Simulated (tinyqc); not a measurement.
Stretching all distances: RHF, UHF, MP2, CISD and CCSD against full CI in the 6-311g basis, for HeH+, spin multiplicity 1. Computed by the program tinyqc with PySCF. 

Geometry (angstrom):
```
atom,x,y,z
He,0.0000,0.0000,0.0000
H,0.0000,0.0000,0.7060
```

All coordinates are multiplied by the scale. c0^2 is the weight of the RHF determinant in the lowest singlet FCI state (UHF is spin-contaminated and may lie near states of higher spin) and n(LUMO) the first natural occupation beyond the occupied space.

Full CI energy (hartree) and errors against it (kcal/mol):
```
scale,distance 1-2 (angstrom),E(FCI),RHF,UHF,MP2,CISD,CCSD,<S^2> UHF,c0^2,n(LUMO)
0.910,0.642,-2.92548,14.259,14.259,3.001,0.000,0.000,0.000,0.994,0.011
1.160,0.819,-2.93854,14.491,14.491,3.243,0.000,0.000,0.000,0.992,0.014
1.420,1.003,-2.92398,14.076,14.076,3.233,0.000,0.000,0.000,0.991,0.015
1.670,1.179,-2.90794,13.238,13.238,3.047,0.000,0.000,0.000,0.992,0.014
1.930,1.363,-2.89526,12.297,12.297,2.811,0.000,0.000,0.000,0.993,0.013
2.180,1.539,-2.88731,11.580,11.580,2.626,0.000,0.000,0.000,0.994,0.011
2.440,1.723,-2.88240,11.084,11.084,2.492,0.000,0.000,0.000,0.994,0.010
```

UHF stays equal to RHF over this range. The weight c0^2 goes from 0.99 to 0.99 and n(LUMO) from 0.01 to 0.01: one determinant still serves, as it does when a bond breaks into closed-shell fragments or is not yet far stretched. The spread of the error along the curve, which distorts its shape, is CISD 0.0, CCSD 0.0, MP2 0.8, RHF 3.4, UHF 3.4 kcal/mol. With two electrons CISD and CCSD are exact.
